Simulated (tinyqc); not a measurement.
Polytypes and stacking faults of a tetrahedral semiconductor in an axial Ising model with couplings up to third neighbours: one step, computed by the program tinyqc. Command: `OMP_NUM_THREADS=1 python tinyqc.py 3003305 3003306 out.jsonl polytype walk`. One thread of a shared host (Intel(R) Xeon(R) Processor @ 2.30GHz), about 0.01 s of CPU time with the checks.

Each double layer has s = +1 or -1 for the sense of its stacking step; E per pair of atoms = E0 - sum_n J_n <s_i s_(i+n)>, n = 1, 2, 3. Hexagonality h = (1 - <s_i s_(i+1)>)/2.

Problem. Electronic energy gained by the fault. The fault binds electrons in a two-dimensional band E_b below the conduction edge, g2 = m m0/(pi hbar^2) for one valley. With the Fermi level held by the bulk, eta = ln[n/N_c(T)], N_c(T) = N_c (T/300)^1.5, the grand potential falls by g2 (k_B T)^2 F1(x), x = eta + E_b/(k_B T), F1(x) = integral from 0 to infinity of ln(1 + exp(x - t)) dt; sheet density g2 k_B T ln(1 + e^x). Band bending by the trapped charge is left out, so the gain is an upper bound. Net fault energy = gamma of the intrinsic fault less the electronic gain.

Inputs (values chosen for the exercise, of the order of those of GaAs for J, a, G and the gaps):
```
quantity                                    value    unit
binding energy of the fault level E_b       0.088      eV
in-plane mass m                              0.43      m0
effective density of states N_c at 300 K  1.1e+19  1/cm^3
electron density n                        1.6e+16  1/cm^3
temperature T                                 450       K
```

Host polytype: 3C.

energy of the glide fault, intrinsic = 41.68590 mJ/m^2

Constants: m_0 = 9.1093837015e-31 kg; hbar = 1.054571817e-34 J s; k_B = 1.380649e-23 J/K; k_B = 8.617333262e-05 eV/K.

Give: x; sheet density; electronic gain; net fault energy.

Solution.

x = -4.872

sheet density = 5.314e+10 1/cm^2

electronic gain = 0.003308 mJ/m^2

net fault energy = 41.68 mJ/m^2

The gain offsets 0.0079 % of the fault energy.
